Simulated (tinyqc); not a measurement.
From edge over centre, full model back to seed thickness t: electroplating on a thin resistive seed layer: kinetics, Wagner number and the terminal effect across a wafer. Computed by tinyqc, a small Python program. Command: `OMP_NUM_THREADS=1 python tinyqc.py 3120224 3120225 out.jsonl terminal inv`. One thread of a shared host (Intel(R) Xeon(R) Processor @ 2.30GHz), about 0.1 s of CPU time with the checks.

Current enters the seed at the rim. The bath is treated as a local resistance per area (no lateral flow in the liquid), two electrons per ion, molar volume 7.11 cm^3/mol, Faraday constant F = e N_A, kinematic viscosity 0.01 cm^2/s, omega = 2 pi x rpm/60; k_B T/e is in volts.

Inputs (values chosen for the exercise, of the order of those for copper plating on a thin cobalt or ruthenium seed):

| quantity | value | unit |
|---|---|---|
| wafer radius R | 15 | cm |
| seed resistivity | 8.9 | microohm cm |
| bath conductivity kappa | 0.49 | S/cm |
| gap to the anode h | 4.5 | cm |
| extra resistance of a porous plate | 0 | ohm cm^2 |
| exchange current density i_0 | 0.021 | mA/cm^2 |
| cathodic transfer coefficient alpha | 0.86 | - |
| mean current density | 3.5 | mA/cm^2 |
| diffusivity of the metal ion | 5.9e-06 | cm^2/s |
| metal ion concentration | 0.47 | mol/L |
| rotation rate | 100 | rpm |
| temperature T | 298 | K |

Constants: e = 1.602176634e-19 C; N_A = 6.02214076e+23 1/mol; k_B = 8.617333262e-05 eV/K.

Method:
- Growth rate = i V_m/(2 F). Levich limit i_L = 0.62 x 2 F D^(2/3) omega^(1/2) nu^(-1/6) c. Tafel overpotential eta = (k_B T/(alpha e)) ln(i/i_0); kinetic resistance k_B T/(alpha e i); bath resistance h/kappa + plate; R_s = resistivity/t; Wagner number = kinetic resistance x kappa/R.
- Linearised: with R_t = kinetic + bath resistance the current density obeys (1/r)(r i')' = i R_s/R_t, so i = A I_0(r/l), l = sqrt(R_t/R_s); with x = R/l, edge/centre = I_0(x) and edge/mean = x I_0(x)/(2 I_1(x)).
- Voltage drop in the seed for a uniform current: i R_s R^2/4.
- Full model: seed potential phi(r) with (1/r)(r phi')' = R_s i, where i solves phi = R_b i + (k_B T/(alpha e)) ln(i/i_0) (phi being the driving voltage left at r); phi'(0) = 0 and phi'(R) = R_s i_mean R/2. Solved by collocation to a tolerance of 1e-7.

Task: A run gave the result below. Find the seed thickness t, known to lie between 65 and 130 nm.

edge over centre, full model = 6.148878

Result:

Each step takes the trial c = (a f_b - b f_a)/(f_b - f_a), f being the result less the target and a, b, c the logarithms of the listed values; c replaces end b, the old b replaces a if the sign of f changed, and otherwise f_a is halved.

Scan of the range:

| seed thickness t (nm) | edge over centre, full model |
|---|---|
| 65.0 | 9.58757 |
| 73.0 | 8.27056 |
| 81.9 | 7.17854 |
| 91.9 | 6.26156 |
| 103.0 | 5.49857 |
| 116.0 | 4.83042 |
| 130.0 | 4.29128 |

False position (Illinois rule, in the logarithm of the input) inside the bracket:

| step | end a | end b | trial | edge over centre, full model |
|---|---|---|---|---|
| 1 | 91.9000 | 103.000 | 93.4607 | 6.14046 |
| 2 | 91.9000 | 93.461 | 93.2562 | 6.15603 |
| 3 | 93.4607 | 93.256 | 93.3501 | 6.14887 |
| 4 | 93.2562 | 93.350 | 93.3500 | 6.14888 |

Edge over centre, full model falls at every point of a 13-point scan of the range (every second point is shown), so one value fits; it is bracketed by 91.9 and 103. Answer: seed thickness t = 93.35 nm.
